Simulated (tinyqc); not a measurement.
Three-band tight binding of a dichalcogenide monolayer, step by step. Values are carried at full precision from step to step, so a last printed digit may differ when a step is redone from the rounded ones.

Basis dz2, dxy, dx2-y2 on a triangular lattice, nearest neighbours; alpha = kx a/2, beta = sqrt3 ky a/2. h0 = e1 + 2 t0 (cos 2alpha + 2 cos alpha cos beta); h1 = -2 sqrt3 t2 sin alpha sin beta + 2i t1 (sin 2alpha + sin alpha cos beta); h2 = 2 t2 (cos 2alpha - cos alpha cos beta) + 2i sqrt3 t1 cos alpha sin beta; h11 = e2 + 2 t11 cos 2alpha + (t11 + 3 t22) cos alpha cos beta; h22 = e2 + 2 t22 cos 2alpha + (3 t11 + t22) cos alpha cos beta; h12 = sqrt3 (t22 - t11) sin alpha sin beta + 4i t12 sin alpha (cos alpha - cos beta) + i lam sz. H = [[h0, h1, h2], [., h11, h12], [., ., h22]], Hermitian; the lowest band of each spin is filled. K = (4 pi/3a, 0), M = (pi/a, pi/(sqrt3 a)).

Values chosen for the exercise (near a published set for monolayer WSe2; the results hold for these values, not for the real material): a = 3.317 angstrom (lattice constant); e1 = 0.939 eV (level of dz2); e2 = 2.156 eV (level of dxy and dx2-y2); t0 = -0.206 eV (hopping); t1 = 0.463 eV (hopping); t2 = 0.476 eV (hopping); t11 = 0.263 eV (hopping); t12 = 0.335 eV (hopping); t22 = 0.034 eV (hopping); lam = 0.226 eV (spin-orbit constant); sz = -1 (spin); k = (0.75, 0.08) 1/angstrom (wave vector).

## H at one k

Form alpha, beta and the matrix.

alpha, beta (rad): 1.24388  0.22981

H (eV), lower triangle (Hermitian):
```
                    z2               xy   x2-y2
z2              1.0084
xy     -0.3557-1.4171i           1.8526
x2-y2  -1.0533-0.1173i  -0.0856+1.0541i  2.3594
```

## Levels and weights

Diagonalise H.

levels (eV): -0.7822  2.7348  3.2677

weights:
```
       band 1  band 2  band 3
z2      0.503   0.420   0.077
xy      0.316   0.254   0.430
x2-y2   0.181   0.326   0.492
```

## Closed forms at K and Gamma

Three-band model of dz2 (level e1) and dxy, dx2-y2 (level e2), spin sz = +/-1; t1 and t2 drop out at these points. At K: e2 - (3/2)(t11 + t22) - 3 sqrt3 t12 + lam sz (valence), e1 - 3 t0 (conduction), e2 - (3/2)(t11 + t22) + 3 sqrt3 t12 - lam sz. At Gamma: e1 + 6 t0 (valence) and e2 + 3 (t11 + t22) -/+ lam.

Levels (eV):

| point | band 1 | band 2 | band 3 |
|---|---|---|---|
| K, spin up | 0.1958 | 1.5570 | 3.2252 |
| K, spin down | -0.2562 | 1.5570 | 3.6772 |
| Gamma | -0.2970 | 2.8210 | 3.2730 |

smallest direct gap at K = 1.3612 eV
Ev(K) - Ev(Gamma) = 0.4928 eV

Of the two points, the valence band is higher at K, by 493 meV. The dz2 conduction state at K has no atomic orbital angular momentum (Lz = 0) and is not split at this order.

## Bands for both spins

The two lowest bands at the points named.

Levels (eV):

| k | v, up | c, up | v, down | c, down |
|---|---|---|---|---|
| G | -0.2970 | 2.8210 | -0.2970 | 2.8210 |
| G-K 0.25 | -0.5007 | 2.7822 | -0.5349 | 2.8817 |
| G-K 0.5 | -0.6436 | 2.7241 | -0.7963 | 2.9153 |
| G-K 0.6 | -0.5809 | 2.7905 | -0.7878 | 2.7655 |
| G-K 0.75 | -0.3226 | 2.3698 | -0.6154 | 2.2342 |
| G-K 0.9 | 0.0627 | 1.7401 | -0.3406 | 1.6953 |
| K | 0.1958 | 1.5570 | -0.2562 | 1.5570 |
| K-M 0.5 | -0.2457 | 2.1632 | -0.5152 | 2.0478 |
| M | -0.5370 | 2.2995 | -0.5370 | 2.2995 |
| M-G 0.5 | -0.6780 | 2.6405 | -0.6780 | 2.6405 |

The spins are degenerate from M to Gamma, since a vertical mirror plane holds this line and flips sz, and the valence splitting is largest at K (452 meV). The lowest conduction level listed is at K. With nearest neighbours alone the model is made for the neighbourhood of K.

## Checks

- Closed forms at K against the matrix: they agree to 1e-10 or better.

tinyqc: `OMP_NUM_THREADS=1 python tinyqc.py 1482053 1482054 out.jsonl`; about 0.02 s, one thread, shared Intel(R) Xeon(R) Processor @ 2.30GHz.
